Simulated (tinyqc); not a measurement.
Inversion-layer mobility, back-scattering and ballistic limit of a field-effect transistor: one step, computed by the program tinyqc. Command: `OMP_NUM_THREADS=1 python tinyqc.py 3005514 3005515 out.jsonl mos walk`. One thread of a shared host (Intel(R) Xeon(R) Processor @ 2.30GHz), about 0.01 s of CPU time with the checks.

The charge at the top of the source barrier is fixed by the gate; series resistance and short-channel effects are left out. F_j are Fermi integrals normalised to exp(eta) in the classical limit.

Problem. Ballistic limit. F_j(eta) = (1/Gamma(j + 1)) int_0^infinity x^j/(1 + exp(x - eta)) dx, F_0 = ln(1 + exp(eta)). Integrals over x = E/(k_B T) use 160 Gauss-Legendre points in u = sqrt(x) from 0 to sqrt(max(eta, 0) + 32). Ballistic channel: N_2D = g_v m k_B T/(pi hbar^2), U = e V_D/(k_B T); eta_F solves N_inv = (N_2D/2)[F_0(eta_F) + F_0(eta_F - U)]; v_T = sqrt(2 k_B T/(pi m)); I/W = e (N_2D/2) v_T [F_1/2(eta_F) - F_1/2(eta_F - U)]; injection velocity v_T F_1/2(eta_F)/F_0(eta_F).

Inputs (values chosen for the exercise, modelled on a strained silicon n-channel):
```
quantity               value  unit
transport mass m        0.18   m_0
valley degeneracy g_v      2     -
drain voltage V_D       0.05     V
temperature T            300     K
```

Statistics at the top of the barrier: Fermi-Dirac.

inversion density N_inv = 9.267688e+12 1/cm^2

Constants: m_0 = 9.1093837015e-31 kg; k_B = 1.380649e-23 J/K; hbar = 1.054571817e-34 J s; k_B = 8.617333262e-05 eV/K; e = 1.602176634e-19 C.

Give: N_2D; eta_F; thermal velocity v_T; injection velocity; ballistic current I/W.

Solution.

N_2D = 3.888e+12 1/cm^2

eta_F = 3.208

thermal velocity v_T = 1.268 1e7 cm/s

injection velocity = 1.906 1e7 cm/s

ballistic current I/W = 1188 microampere/micrometre

Degeneracy raises the injection velocity by a factor 1.50.
